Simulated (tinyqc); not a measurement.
Silicon n-p-n transistor, Gummel numbers and transit times: two steps of the calculation.

One-dimensional n-p-n transistor in the forward active mode at low injection. In the base p(x) = NB exp(-eta x/wb) and ni(x)^2 = ni^2 exp((g0 + g1 x/wb)/Vt); electrons leave the base at vsat; band spikes at the emitter junction and recombination inside the emitter are ignored.

Inputs (values chosen for the exercise); band and dielectric values close to those of silicon:
```
symbol,value,unit,meaning
T,250,K,temperature
Eg,1.1,eV,band gap
eps_r,11.5,,relative permittivity
Nc,2.17e19,cm^-3,conduction-band density of states at T
Nv,2.03e19,cm^-3,valence-band density of states at T
vsat,9.87e6,cm/s,saturation velocity
wb,210,nm,neutral base width
NB,1.2e18,cm^-3,base doping at the emitter edge
eta,0,,doping falls as exp(-eta x/wb)
g0,0,eV,gap reduction at the emitter edge of the base
g1,0,eV,further gap reduction across the base (linear)
Dn,7.2,cm^2/s,electron diffusion coefficient in the base
NE,1.3e20,cm^-3,emitter doping
gE,0.103,eV,gap reduction in the emitter (negative: wider gap)
we,150,nm,neutral emitter width
Dp,1.4,cm^2/s,hole diffusion coefficient in the emitter
Se,2e6,cm/s,recombination velocity at the emitter contact
tb,6e-8,s,electron lifetime in the base
NC,8.4e15,cm^-3,collector doping
VCB,1.9,V,collector-base reverse bias
```

Constants: q = 1.602176634e-19 C, kB = 1.380649e-23 J/K, Vt = kB T/q, eps0 = 8.8541878128e-14 F/cm where lengths are in cm. Results are converted to the units shown.

Task 1. Base Gummel number and transit time. f(x) = p(x) ni^2/ni(x)^2; I(x) = integral from x to wb of f/Dn, plus f(wb)/vsat; base Gummel number GB = I(0); electron density per unit flux n/(J/q) = I/f; base transit time tauB = integral of I/f over the base. Trapezoid rule on 9 equal steps.

Find: x; f; I; I/f; GB; tauB.

Result 1.

```
point  x (nm)  f (cm^-3)  I (s/cm^4)  I/f (s/cm)
0         0.0   1.200e18    3.622e12    3.018e-6
1        23.3   1.200e18    3.233e12    2.694e-6
2        46.7   1.200e18    2.844e12    2.370e-6
3        70.0   1.200e18    2.455e12    2.046e-6
4        93.3   1.200e18    2.066e12    1.722e-6
5       116.7   1.200e18    1.677e12    1.398e-6
6       140.0   1.200e18    1.288e12    1.074e-6
7       163.3   1.200e18    8.994e11    7.495e-7
8       186.7   1.200e18    5.105e11    4.254e-7
9       210.0   1.200e18    1.216e11    1.013e-7
```

GB = 3.622e12 s/cm^4
tauB = 32.75 ps

Task 2. Gain, Early voltage and collector delay. ni = sqrt(Nc Nv) exp(-Eg/(2 Vt)), Eg in volts; GE = NE exp(-gE/Vt)(we/Dp + 1/Se); JC = J0 exp(VBE/Vt), J0 = q ni^2/GB; gain limited by back injection GE/GB, by base recombination tb/tauB, together 1/beta = the sum of the inverses; collector layer one-sided, Wc = sqrt(2 eps0 eps_r (Vbc + VCB)/(q NC)), Vbc = Vt ln(p(wb) NC/ni^2), Cjc = eps0 eps_r/Wc; Early voltage VA = GB q p(wb)/(f(wb) Cjc [1/Dn - (eta + g1/Vt)/(wb vsat)]), f(wb) = p(wb) exp(-(g0 + g1)/Vt), p(wb) = NB exp(-eta); tauC = Wc/(2 vsat).

GB = 3.6215805e12 s/cm^4
tauB = 32.752660 ps

Find: ni; GE; J0; GE/GB; tb/tauB; beta; Wc; Cjc; VA; tauC.

Result 2.

ni = 1.716e8 cm^-3
GE = 1.223e13 s/cm^4
J0 = 1.302e-15 A/cm^2
GE/GB = 3.376
tb/tauB = 1832
beta = 3.370
Wc = 647.4 nm
Cjc = 0.1573 fF/um^2
VA = 265.6 V
tauC = 3.280 ps

The gain is limited more by back injection into the emitter. beta VA = 895 V.

Range of the model: Heavy doping makes emitter or base degenerate; gE and g0 are to be read as apparent gap changes that include this.

Numbers from tinyqc (`OMP_NUM_THREADS=1 python tinyqc.py 2320049 2320050 out.jsonl`; about 0.01 s on one thread of a shared Intel Xeon 2.30GHz).
